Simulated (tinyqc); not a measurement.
# Density of surface states from the Kelvin-probe reading

Question. n-type bulk, xi = Ec - EF = Vt ln(Nc/Nd), p0 = ni^2/Nd, ni = sqrt(Nc Nv) exp(-Eg/(2 Vt)), Eg in volts. b is the upward band bending, u = b/Vt. Space charge per area, in units of q: Qc = sign(b) sqrt((2 eps0 eps_r Vt/q) [(Nd + dn)(exp(-u) - 1) + Nd u + (p0 + dn)(exp(u) - 1)]), with dn the excess density under light (flat quasi-Fermi levels; 0 in the dark). The states hold -Ds (E0 - xi - b): negative while the Fermi level lies above the neutrality level. Neutrality: Qc + Qf + (charge of the states) = 0. Work function chi + xi + b; contact potential difference CPD = (work function of the sample) - pt. Find b, Qc and Ds.

Inputs (values chosen for the exercise); band and dielectric values close to those of silicon: temperature T = 300 K; band gap Eg = 1.11 eV; relative permittivity eps_r = 11.9; conduction-band density of states at T Nc = 2.76e19 cm^-3; valence-band density of states at T Nv = 2.67e19 cm^-3; electron affinity chi = 4.05 eV; donor density Nd = 5.2e17 cm^-3; fixed positive charge at the surface Qf = 0 cm^-2; work function of the probe tip pt = 4.6 eV; depth of their neutrality level below the conduction edge E0 = 0.44 eV.

Constants: q = 1.602176634e-19 C, kB = 1.380649e-23 J/K, Vt = kB T/q, eps0 = 8.8541878128e-14 F/cm where lengths are in cm. Results are converted to the units shown.

CPD = -304.51504 mV

Answer. The CPD gives b, b gives Qc, and neutrality gives Ds.

b = 0.143 V
Qc = 8.95e11 cm^-2
Ds = 4.60e12 cm^-2 eV^-1

tinyqc, about 0.01 s, one thread, Intel Xeon 2.30GHz (shared host): `OMP_NUM_THREADS=1 python tinyqc.py 2430151 2430152 out.jsonl`
